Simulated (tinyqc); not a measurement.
Yield over energy: physical sputtering: collision-cascade yield, angular dependence, faceting and resputtering in deposition. Computed by tinyqc, a small Python program. Command: `OMP_NUM_THREADS=1 python tinyqc.py 3008997 3008998 out.jsonl sputter walk`. One thread of a shared host (Intel(R) Xeon(R) Processor @ 2.30GHz), about 0.01 s of CPU time with the checks.

Ions start collision cascades; atoms that reach the surface with more than U leave. The target is amorphous or fine-grained.

Inputs (values chosen for the exercise, modelled on neon ions on cobalt):
```
quantity                  value     unit
ion Z1                       10        -
ion mass M1                20.2        u
target Z2                    27        -
target mass M2             58.9        u
surface binding energy U   4.39       eV
target density N           90.9   1/nm^3
fit factor Q               0.89        -
ion energy E              14000       eV
current density J          0.45  mA/cm^2
```

Constants: e = 1.602176634e-19 C.

Method. gamma = 4 M1 M2/(M1 + M2)^2; threshold E_th = 6.7 U/gamma for M1 >= M2, else U (1 + 5.7 M1/M2)/gamma. eps = 0.03255 M2 E/(Z1 Z2 (M1 + M2) z), z = (Z1^(2/3) + Z2^(2/3))^(1/2), E in eV; s_n = 3.441 sqrt(eps) ln(eps + 2.718)/(1 + 6.355 sqrt(eps) + eps (6.882 sqrt(eps) - 1.708)); S_n = 84.78 Z1 Z2 M1 s_n/((M1 + M2) z) in eV angstrom^2; alpha = 0.249 (M2/M1)^0.56 + 0.0035 (M2/M1)^1.5 for M1 <= M2, else 0.0875 (M2/M1)^(-0.15) + 0.165 M2/M1; Y0 = 0.042 Q alpha S_n/U [1 - sqrt(E_th/E)]^2.5 (the electronic-loss factor of the full formula is dropped). Erosion rate = Y0 J/(e N); 1 cm^2 = 1e14 nm^2.

threshold E_th = 17.0539 eV

Normal incidence:
```
E (eV)         eps  S_n (eV angstrom^2)      Y0  Y0 per keV
50      1.2152e-03               155.70  0.0697      1.3932
100     2.4305e-03               205.12  0.2171      2.1712
200     4.8610e-03               264.66  0.4475      2.2374
300     7.2915e-03               303.84  0.6165      2.0551
500     1.2152e-02               357.00  0.8590      1.7181
1000    2.4305e-02               433.61  1.2251      1.2251
2000    4.8610e-02               510.85  1.6074      0.8037
5000    1.2152e-01               600.53  2.0712      0.4142
10000   2.4305e-01               641.63  2.3148      0.2315
30000   7.2915e-01               607.98  2.2946      0.0765
100000  2.4305e+00               423.76  1.6439      0.0164
```

The yield per keV peaks at 200 eV among these rows, 12 times the threshold, the most economical range for removing atoms. Y0 varies as E^1.64 between the first rows and as E^-0.28 at the end; it peaks near 10000 eV, close to the broad maximum of nuclear stopping. Caution: at this reduced energy electronic losses, dropped here, lower the yield slightly. Caution: the electronic-loss factor, dropped here, would lower the yields at the highest energies slightly.

Extremes, crossings and ranges named in words are read from the listed rows.
